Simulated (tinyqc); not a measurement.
One electron in a tunnel-coupled double dot: charge qubit, sensing and quantum capacitance: one step of the calculation.

Basis (left, right), H = [[ep/2, tc], [tc, -ep/2]], splitting Om = sqrt(ep^2 + 4 tc^2), ep = al times the gate voltage. In equilibrium the electron is on the right with the chance P_R = [1 + (ep/Om) tanh(Om/2 kB T)]/2.

Task. Splitting and occupation. Also the frequency Om/h, the mixing angle arctan2(2 tc, ep) and the weight of the right dot in the ground state, (1 + ep/Om)/2.

Values chosen for this exercise: tunnel coupling tc = 5 ueV; electron temperature T = 0.081 K; detuning ep = -19.3 ueV.

Constants: q = 1.602176634e-19 C, kB = 1.380649e-23 J/K, h = 6.62607015e-34 J s, Vt = kB T/q. Results are converted to the units shown.

Give: Om; Om/h; mixing angle; ground-state weight; kB T; P_R.

Result.

Om = 21.737 ueV
Om/h = 5.2559 GHz
mixing angle = 152.61 degree
ground-state weight = 0.056053
kB T = 6.9800 ueV
P_R = 0.093813

Program tinyqc, `OMP_NUM_THREADS=1 python tinyqc.py 2470044 2470045 out.jsonl`; Intel Xeon 2.30GHz, shared host, one thread, about 0.01 s.
